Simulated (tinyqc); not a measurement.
# Strained alloy layer of InP and GaP on (001) GaAs, model-solid band line-up, step by step

Program tinyqc, `OMP_NUM_THREADS=1 python tinyqc.py 2690138 2690139 out.jsonl`; Intel Xeon 2.30GHz, shared host, one thread, about 0.01 s. Printed values are rounded.

The layer is x parts of the first compound and 1 - x of the second, grown coherently on the third as substrate and barrier. Rows of the table: lattice constant a, average valence level Ea on an absolute scale, spin-orbit splitting so, gaps at Gamma, X and L, hydrostatic deformation potentials av and ac (Gamma), shear potential b, elastic constants, electron and heavy-hole (along z) masses. All are interpolated linearly in x; gaps get -C x (1 - x), taken wholly in the conduction band; real line-ups can differ from this model by 0.1 eV or more.

Parameters, values chosen for the exercise:
- x = 0.64 (fraction of the first compound in the layer)
- CG = 0.65 eV (bowing of the Gamma gap)
- CX = 0.2 eV (bowing of the X gap)
- CL = 1.03 eV (bowing of the L gap)

## Relaxed alloy and strain

Binary compounds, values chosen for the exercise:
```
	close to InP	close to GaP	close to GaAs
a (angstrom)	5.869	5.451	5.653
Ea (eV)	-7.04	-7.4	-6.92
so (eV)	0.108	0.0802	0.34
EG (eV)	1.36	2.82	1.44
EX (eV)	2.22	2.28	1.91
EL (eV)	1.94	2.61	1.69
av (eV)	1.28	1.72	1.16
ac (eV)	-5.06	-7.1	-7.18
b (eV)	-1.69	-1.81	-1.72
c11 (GPa)	101	141	117
c12 (GPa)	56.2	62.1	53.4
me (m0)	0.0803	0.129	0.0678
mh (m0)	0.53	0.334	0.348
```

In-plane strain e = (a_substrate - a)/a, e_z = -2 (c12/c11) e, volume change 2 e + e_z.

a = 5.71852 angstrom
Gamma gap = 1.73584 eV
X gap = 2.19552 eV
L gap = 1.94389 eV
e = -1.14575 %
e_z = 1.15814 %
volume change = -1.13336 %

The relaxed alloy has its lowest gap at Gamma (direct). The layer is under compressive in-plane strain.

## Band edges and offsets

In-plane strain e = (a_substrate - a)/a, e_z = -2 (c12/c11) e, volume change 2 e + e_z. With v = 2 e + e_z and d = 2 b (e_z - e): Eav = Ea + av v; E_hh = Eav + so/3 - d/2; E_lh = Eav - so/6 + d/4 + sqrt(so^2 + so d + 9 d^2/4)/2; E_c = Ea + so/3 + EG + ac v (Gamma). Substrate: E_v = Ea + so/3, E_c = E_v + EG. Well depths: dEc = E_c(substrate) - E_c, dEhh = E_hh - E_v(substrate), dElh likewise; strained Gamma gap E_c - max(E_hh, E_lh); positive values confine carriers in the layer.

d = -0.0798621 eV
E_hh = -7.11331 eV
E_lh = -7.15870 eV
E_c = -5.33542 eV
strained Gamma gap = 1.77788 eV
dEc = -0.0312421 eV
dEhh = -0.306641 eV
dElh = -0.352037 eV

The heavy-hole band lies on top, by 45.4 meV. At Gamma the line-up is type I, the layer is a barrier for both carriers.

## Critical thickness

In-plane strain e = (a_substrate - a)/a. Matthews-Blakeslee for 60-degree dislocations in a single layer: hc = k (ln(hc/bv) + 1), k = bv (1 - nu/4)/(4 pi |e| (1 + nu)), nu = c12/(c11 + c12), bv = a/sqrt(2); the larger root.

nu = 0.335728
bv = 0.404360 nm
hc = 7.56849 nm

The layer, Lw = 3.1 nm, is thinner than hc, so it stays coherent by this criterion.
